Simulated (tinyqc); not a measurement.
Stress in a transistor channel from embedded alloy regions, liners and fins, by half-space elasticity: one step, computed by the program tinyqc.

Plane strain in an isotropic half-space, the same constants everywhere; x along the channel from its centre, y downwards from the free surface; stress is positive in tension.

Question. Stress at the centre of the channel. A line element dA of misfit at (a, c) in the half-space gives, with C = E e/(2 pi (1 - nu)), X = x - a, r1^2 = X^2 + (y - c)^2, r2^2 = X^2 + Y^2, Y = y + c: s_xx = -C dA {[X^2 - (y - c)^2]/r1^4 + 3 [X^2 - Y^2]/r2^4 + 4 y Y (Y^2 - 3 X^2)/r2^6}, s_yy = C dA {[X^2 - (y - c)^2]/r1^4 - [X^2 - Y^2]/r2^4 + 4 y Y (Y^2 - 3 X^2)/r2^6}. These are integrated over two rectangles, L/2 < |a| < L/2 + S, 0 < c < d (closed form in a, 200 Gauss-Legendre points in c).

Inputs (values chosen for the exercise, modelled on silicon):
```
quantity                    value  unit
Young's modulus E             161   GPa
Poisson ratio nu             0.24     -
channel length L               70    nm
length of each stressor S      35    nm
recess depth d                 30    nm
depth of the field point y    1.3    nm
```

Stressor: Si(1-x)C(x) source and drain.

misfit e = -0.006585

stress of a blanket film = 1.394980 GPa

Give: s_xx; s_yy; s_xx over the blanket-film stress.

Answer.

s_xx = 515.70 MPa

s_yy = 0.47598 MPa

s_xx over the blanket-film stress = 0.36968

The channel is stretched along its length; s_yy is 9.2e-4 of s_xx in size and vanishes at the surface.
